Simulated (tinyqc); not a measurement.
Electroplating on a thin resistive seed layer: kinetics, Wagner number and the terminal effect across a wafer: one step, computed by the program tinyqc. Command: `OMP_NUM_THREADS=1 python tinyqc.py 3121046 3121047 out.jsonl terminal walk`. One thread of a shared host (Intel(R) Xeon(R) Processor @ 2.30GHz), about 0.02 s of CPU time with the checks.

Current enters the seed at the rim. The bath is treated as a local resistance per area (no lateral flow in the liquid), two electrons per ion, molar volume 7.11 cm^3/mol, Faraday constant F = e N_A, kinematic viscosity 0.01 cm^2/s, omega = 2 pi x rpm/60; k_B T/e is in volts.

Problem. Rate, limit and resistances. Growth rate = i V_m/(2 F). Levich limit i_L = 0.62 x 2 F D^(2/3) omega^(1/2) nu^(-1/6) c. Tafel overpotential eta = (k_B T/(alpha e)) ln(i/i_0); kinetic resistance k_B T/(alpha e i); bath resistance h/kappa + plate; R_s = resistivity/t; Wagner number = kinetic resistance x kappa/R.

Inputs (values chosen for the exercise, of the order of those for copper plating from an acid sulfate bath): wafer radius R = 10 cm; seed thickness t = 21 nm; seed resistivity = 13 microohm cm; bath conductivity kappa = 0.18 S/cm; gap to the anode h = 6.5 cm; extra resistance of a porous plate = 270 ohm cm^2; exchange current density i_0 = 0.28 mA/cm^2; cathodic transfer coefficient alpha = 0.82; mean current density = 6.9 mA/cm^2; diffusivity of the metal ion = 6e-06 cm^2/s; metal ion concentration = 0.71 mol/L; rotation rate = 100 rpm; temperature T = 298 K.

Constants: e = 1.602176634e-19 C; N_A = 6.02214076e+23 1/mol; k_B = 8.617333262e-05 eV/K.

Give: growth rate; limiting current i_L; overpotential; kinetic resistance; bath resistance R_b; sheet resistance R_s; Wagner number.

Solution.

growth rate = 152.54 nm/min

limiting current i_L = 195.55 mA/cm^2

overpotential = 100.35 mV

kinetic resistance = 4.5386 ohm cm^2

bath resistance R_b = 306.11 ohm cm^2

sheet resistance R_s = 6.1905 ohm/square

Wagner number = 0.081696
